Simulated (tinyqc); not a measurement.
Fermi level and growth conditions: formation energy of a charged point defect from supercell energies. Computed by tinyqc, a small Python program. Command: `OMP_NUM_THREADS=1 python tinyqc.py 3030873 3030874 out.jsonl formation walk`. One thread of a shared host (Intel(R) Xeon(R) Processor @ 2.30GHz), about 0.01 s of CPU time with the checks.

The host is a compound AB. Making the defect adds n_A = -1, n_B = 0 atoms to the cell. All total energies are inputs. E_F is counted from the valence-band maximum (VBM); x = 0 is A-rich and x = 1 B-rich growth.

Inputs (values chosen for the exercise, with gap and screening modelled on CdTe): gap E_g = 1.56 eV; E_VBM of the host cell = 2.601 eV; potential alignment dV = 0.1 eV; dielectric constant eps = 10.4; cell length L = 15.3 angstrom; mu_A of the pure element = -5.509 eV; formation enthalpy dH of AB = -1.18 eV; growth condition x = 0.48.

Defect: vacancy of A. Supercell lattice: sc.

charge states q: [3, 2, 1, 0]

E(defect, q) - E(host), in the order of q (eV): [-3.299, 0.695, 4.291, 8.358]

Constants: e^2/(4 pi eps_0) = 14.39964548 eV angstrom.

Method:
- dmu_A = x dH and dmu_B = (1 - x) dH, so that dmu_A + dmu_B = dH; mu = mu(element) + dmu.
- The reservoir term is sum n_i mu_i.
- Image-charge correction of a point charge in a neutralising background: E_corr = q^2 alpha e^2/(4 pi eps_0) / (2 eps L), alpha = 2.837297 for a sc array with L the cube root of the volume.
- E_f(q, E_F) = [E(defect, q) - E(host)] - sum n_i mu_i + q (E_VBM + dV + E_F) + E_corr(q).
- Each entry is the lowest E_f over q.

E_f(q, 0) (eV): (q=+3) -0.11597, (q=+2) 0.53513, (q=+1) 1.04498, (q=0) 2.28260

sum n_i mu_i = 6.0754 eV

Lowest formation energy (eV):
```
E_F (eV)  stable q  A-rich, x = 0  x = 0.5  B-rich, x = 1
0.000           +3         0.4504  -0.1396        -0.7296
0.195           +3         1.0354   0.4454        -0.1446
0.390           +3         1.6204   1.0304         0.4404
0.585           +1         2.1964   1.6064         1.0164
0.780           +1         2.3914   1.8014         1.2114
0.975           +1         2.5864   1.9964         1.4064
1.170           +1         2.7814   2.1914         1.6014
1.365            0         2.8490   2.2590         1.6690
1.560            0         2.8490   2.2590         1.6690
```

What does the comparison show, and why?

Going from A-rich to B-rich growth shifts every line by -1.180 eV and moves no transition level. The slope of the envelope is the stable charge, so E_f is highest in the rows from E_F = 1.36 to 1.56 eV, where the neutral state is stable: the defect forms most easily in p-type material. Under B-rich growth E_f turns negative for part of the gap, so in equilibrium E_F cannot enter that part. Caution: the largest image-charge correction in these energies, q^2 alpha e^2/(8 pi eps_0 eps L) with alpha = 2.837297, exceeds a quarter of the gap; the point-charge term alone is then a rough estimate, usually too large for a charge that is spread out. Caution: E_f at E_F = 0 is negative for at least one charge state, so in equilibrium E_F cannot reach the valence-band maximum.

Extremes, crossings and ranges named in words are read from the listed rows.
